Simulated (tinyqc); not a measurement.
Comparisons within one model: valley splitting in a one-orbital chain of atomic planes (second-neighbour model). A value that a table varies takes the place of the one given here.

Each (001) plane carries one orbital with energy e0, hopping v to the next plane and u to the second: E(phi) = e0 + 2 v cos(phi) + 2 u cos(2 phi), where phi = pi - k a/4 (the sign of every second orbital is chosen so that v > 0, which shifts the phase by pi). The minimum lies at cos(phi0) = -v/(4u), phi0 = pi - (pi/2) k0 for a valley at k0 (2 pi/a), and e0 puts it at zero. A slab of N planes has hard walls: the matrix simply ends.

A well of Nw planes between barriers of 40 planes each (as of a SiGe alloy, taken as an offset alone). With x = j - 39.5 for plane j = 0, 1, ..., the potential is V0 (f(x) + f(Nw - x)) + F (j - 40) a/4, f(y) = 1/(1 + exp(y/L)), a step for L = 0; L is in planes, 4 L is about the distance over which f goes from 0.88 to 0.12, and 1 MV/m = 1e-4 V/angstrom.

Constants: hbar^2/2m0 = 3.80998211 eV angstrom^2.

Inputs chosen for the exercise (near those of the Delta valleys of silicon; abrupt walls in this chain split the valleys several times more than measured wells; not measured data): a = 5.425 angstrom (lattice constant; planes lie a/4 apart); ml = 0.868 m0 (longitudinal mass); N0 = 52 (first number of planes); Nf = 80 (planes in the thick slab); V0 = 0.15 eV (barrier height); F = 8 MV/m (field); Nw = 79 (planes in the well); k0 = 0.824 2 pi/a (position of the valley).

## Splitting against the number of planes

u = 0.644597 eV
v = 0.703776 eV
e0 = 1.481292 eV
phi0 = 1.847256 rad

Ten slabs from N0 on, of thickness (N - 1) a/4 between the outer planes. Effective mass: E1 = (c/ml)(pi/W)^2 with W = (N + 2) a/4: the amplitude vanishes on two missing planes at each end, and the envelope has its nodes N + 2 spacings apart. Large-N estimate of the splitting: 16 pi^2 u |sin(phi0) sin((N + 2) phi0)|/(N + 2)^3.

Doublet (meV):

| N | thickness (angstrom) | mean level | effective mass | splitting | estimate |
|---|---|---|---|---|---|
| 52 | 69.17 | 8.07 | 8.08 | 0.424 | 0.437 |
| 53 | 70.53 | 7.78 | 7.79 | 0.522 | 0.516 |
| 54 | 71.88 | 7.50 | 7.51 | 0.111 | 0.125 |
| 55 | 73.24 | 7.25 | 7.25 | 0.526 | 0.528 |
| 56 | 74.59 | 6.99 | 7.00 | 0.172 | 0.161 |
| 57 | 75.95 | 6.76 | 6.77 | 0.385 | 0.393 |
| 58 | 77.31 | 6.54 | 6.54 | 0.355 | 0.349 |
| 59 | 78.66 | 6.32 | 6.33 | 0.164 | 0.174 |
| 60 | 80.02 | 6.13 | 6.13 | 0.408 | 0.407 |
| 61 | 81.38 | 5.93 | 5.93 | 0.062 | 0.054 |

The mean level falls smoothly, from 8.1 to 5.9 meV, within 0.2 % of the effective-mass value. The splitting swings between 0.062 (N = 61) and 0.526 meV (N = 55): one plane more or less changes the phase between the two walls by phi0 = 1.847 rad. The estimate misses the computed values by at most 0.014 meV.

## Splitting against the electric field

A thick slab in a field F: plane j = 0, 1, ... gains the energy F j a/4 (1 MV/m = 1e-4 V/angstrom), which presses the electron against the first wall. The exponent is the slope of ln(splitting) against ln F between 20 and 50 MV/m.

Doublet:

| F (MV/m) | mean level (meV) | splitting (meV) | splitting/F (meV per MV/m) |
|---|---|---|---|
| 1 | 8.48 | 0.1748 | 0.1748 |
| 2 | 12.78 | 0.2933 | 0.1466 |
| 5 | 23.08 | 0.7058 | 0.1412 |
| 10 | 36.20 | 1.4110 | 0.1411 |
| 20 | 56.57 | 2.8235 | 0.1412 |
| 30 | 73.31 | 4.2373 | 0.1412 |
| 50 | 101.33 | 7.0678 | 0.1414 |

exponent = 1.00

The splitting goes from 0.1748 to 7.0678 meV. At high field it grows as F^1.00: at a single hard wall it follows the squared slope of the envelope, which is proportional to F, while the level itself grows about as F^(2/3) (here F^0.64). A hard wall is the sharpest interface possible; real Si interfaces split several times less. At the lowest fields the second wall still interferes, so the last column is not yet constant.

## Sharp and graded interfaces

The lowest doublet for several interface widths L.

Doublet:

| L (planes) | 4 L (angstrom) | mean level (meV) | splitting (micro-eV) |
|---|---|---|---|
| 0.00 | 0.00 | 27.79 | 1128.52 |
| 0.25 | 1.36 | 27.89 | 611.32 |
| 0.50 | 2.71 | 28.06 | 125.12 |
| 0.75 | 4.07 | 28.27 | 23.28 |
| 1.00 | 5.42 | 28.54 | 4.23 |
| 1.50 | 8.14 | 29.24 | 0.12 |
| 2.00 | 10.85 | 30.08 | 0.00 |

The mean level moves by +2.3 meV over the table, while the splitting falls from 1128.5 micro-eV at a step to 4.23 at L = 1 plane, a factor 267. Coupling the valleys needs the Fourier component of the potential at twice the valley wave vector, a period of a few planes, and grading removes it. Random alloy disorder, left out here, sets the splitting once this part is gone.

## What each parameter does

Step interfaces (L = 0). u, v, e0 follow from 8 u sin^2(phi0) = (2c/ml)/(a/4)^2, v = -4u cos(phi0), e0 = 2u + v^2/(4u), c = hbar^2/2m0. Each row changes one parameter from the base and keeps the others.

Results:

| case | mean level (meV) | splitting (micro-eV) |
|---|---|---|
| base | 27.79 | 1128.5 |
| k0 = 0.834 2 pi/a | 27.79 | 1123.6 |
| ml = 0.955 m0 | 26.96 | 1128.6 |
| V0 = 0.225 eV | 28.63 | 1128.6 |
| F = 16 MV/m | 41.72 | 2257.6 |
| Nw = 80 | 27.79 | 1128.5 |

The largest shifts from the base row, up to three for each result and ties (the steps differ in size, so this ranks the rows, not the parameters). mean level (meV): F +13.93, V0 +0.84, ml -0.83; unchanged at the printed digits by k0 and Nw. splitting (micro-eV): F +1129.1, k0 -5.0, V0 +0.0, ml +0.0; unchanged at the printed digits by Nw.

Program tinyqc; command `OMP_NUM_THREADS=1 python tinyqc.py 1450292 1450293 out.jsonl`; about 0.02 s on one thread of a shared Intel(R) Xeon(R) Processor @ 2.30GHz.
